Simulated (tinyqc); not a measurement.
From results back to parameters: strained quantum well: band edges, subbands and transparency. Three cases, with inputs chosen for the exercise.

Problem. In a thick strained layer the gaps to heavy and light holes are Ec - E_HH and Ec - E_LH. They were computed from hidden e and Eg.

Growth on (001), barriers unstrained: tr(e) = e (2 - nu2), Z = b e (1 + nu2); Ec = Ev + Eg + ac tr(e), E_HH = Ev + av tr(e) + Z, E_LH = Ev + av tr(e) - Z (coupling to the split-off band left out).

Case 1.

Values chosen (near those of a GaAsP/AlGaAs well; not measured data):
- nu2 = 0.92 (2 C12/C11)
- ac = -7.32 eV
- av = 1.24 eV (Ev moves by av tr(e))
- b = -1.94 eV (shear potential)

Ec - E_HH, Ec - E_LH (eV): 1.57819  1.53796

Case 2.

Values chosen (near those of an InGaAs/InP well; not measured data):
- nu2 = 1.003 (2 C12/C11)
- ac = -5.98 eV
- av = 1.07 eV (Ev moves by av tr(e))
- b = -1.89 eV (shear potential)

Ec - E_HH, Ec - E_LH (eV): 0.68978  0.70795

Case 3.

Values chosen (near those of an InGaAs/InP well; not measured data):
- nu2 = 1.02 (2 C12/C11)
- ac = -5.77 eV
- av = 1.05 eV (Ev moves by av tr(e))
- b = -1.87 eV (shear potential)

Ec - E_HH, Ec - E_LH (eV): 0.60974  0.67924

Find: Z; e; Eg.

Solution. Half of (Ec - E_LH) - (Ec - E_HH) is Z, which gives e; the mean is Eg + (ac - av) tr(e).

Case 1.

Z = -0.0201 eV
e = 0.0054
Eg = 1.608 eV

Case 2.

Z = 0.0091 eV
e = -0.0024
Eg = 0.682 eV

Case 3.

Z = 0.0348 eV
e = -0.0092
Eg = 0.583 eV

Computed by tinyqc, one run a case: `OMP_NUM_THREADS=1 python tinyqc.py N N+1 out.jsonl` with N = 1251006, 1251018, 1251184; one thread of a shared Intel(R) Xeon(R) Processor @ 2.30GHz, about 0.01 s a run at most.
